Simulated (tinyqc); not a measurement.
Inside a calculation. Model: strained alloy layer of InP and GaP on (001) GaAs, model-solid band line-up.

Computed by the program tinyqc: `OMP_NUM_THREADS=1 python tinyqc.py 2690108 2690109 out.jsonl`, one thread of a shared Intel Xeon 2.30GHz, about 0.01 s for the whole run. Printed values are rounded.

The layer is x parts of the first compound and 1 - x of the second, grown coherently on the third as substrate and barrier. Rows of the table: lattice constant a, average valence level Ea on an absolute scale, spin-orbit splitting so, gaps at Gamma, X and L, hydrostatic deformation potentials av and ac (Gamma), shear potential b, elastic constants, electron and heavy-hole (along z) masses. All are interpolated linearly in x; gaps get -C x (1 - x), taken wholly in the conduction band; real line-ups can differ from this model by 0.1 eV or more.

Parameters, values chosen for the exercise:
- x = 0.48 (fraction of the first compound in the layer)
- CG = 0.65 eV (bowing of the Gamma gap)
- CX = 0.2 eV (bowing of the X gap)
- CL = 1.03 eV (bowing of the L gap)

## Relaxed alloy and strain

Binary compounds, values chosen for the exercise:
```
              close to InP  close to GaP  close to GaAs
a (angstrom)         5.869         5.451          5.653
Ea (eV)              -7.04          -7.4          -6.92
so (eV)              0.109        0.0811          0.341
EG (eV)               1.36          2.81           1.42
EX (eV)               2.21          2.27            1.9
EL (eV)               1.94          2.57           1.73
av (eV)               1.26          1.69           1.17
ac (eV)              -5.09          -7.1          -7.11
b (eV)               -1.72         -1.81          -1.72
c11 (GPa)             99.6           142            117
c12 (GPa)             56.2          61.6           53.4
me (m0)             0.0791         0.129         0.0672
mh (m0)              0.537         0.334           0.35
```

In-plane strain e = (a_substrate - a)/a, e_z = -2 (c12/c11) e, volume change 2 e + e_z.

a = 5.651640 angstrom
Gamma gap = 1.951760 eV
X gap = 2.191280 eV
L gap = 2.010512 eV
e = 0.02406381 %
e_z = -0.02334535 %
volume change = 0.02478228 %

The relaxed alloy has its lowest gap at Gamma (direct). The layer is under tensile in-plane strain.

## Band edges and offsets

In-plane strain e = (a_substrate - a)/a, e_z = -2 (c12/c11) e, volume change 2 e + e_z. With v = 2 e + e_z and d = 2 b (e_z - e): Eav = Ea + av v; E_hh = Eav + so/3 - d/2; E_lh = Eav - so/6 + d/4 + sqrt(so^2 + so d + 9 d^2/4)/2; E_c = Ea + so/3 + EG + ac v (Gamma). Substrate: E_v = Ea + so/3, E_c = E_v + EG. Well depths: dEc = E_c(substrate) - E_c, dEhh = E_hh - E_v(substrate), dElh likewise; strained Gamma gap E_c - max(E_hh, E_lh); positive values confine carriers in the layer.

d = 0.001675250 eV
E_hh = -7.196173 eV
E_lh = -7.194483 eV
E_c = -5.245463 eV
strained Gamma gap = 1.949020 eV
dEc = -0.1408702 eV
dEhh = -0.3898393 eV
dElh = -0.3881493 eV

The light-hole band lies on top, by 1.69 meV. At Gamma the line-up is type I, the layer is a barrier for both carriers.

## Critical thickness

In-plane strain e = (a_substrate - a)/a. Matthews-Blakeslee for 60-degree dislocations in a single layer: hc = k (ln(hc/bv) + 1), k = bv (1 - nu/4)/(4 pi |e| (1 + nu)), nu = c12/(c11 + c12), bv = a/sqrt(2); the larger root.

nu = 0.3266318
bv = 0.3996313 nm
hc = 785.2118 nm

The layer, Lw = 14.4 nm, is thinner than hc, so it stays coherent by this criterion.
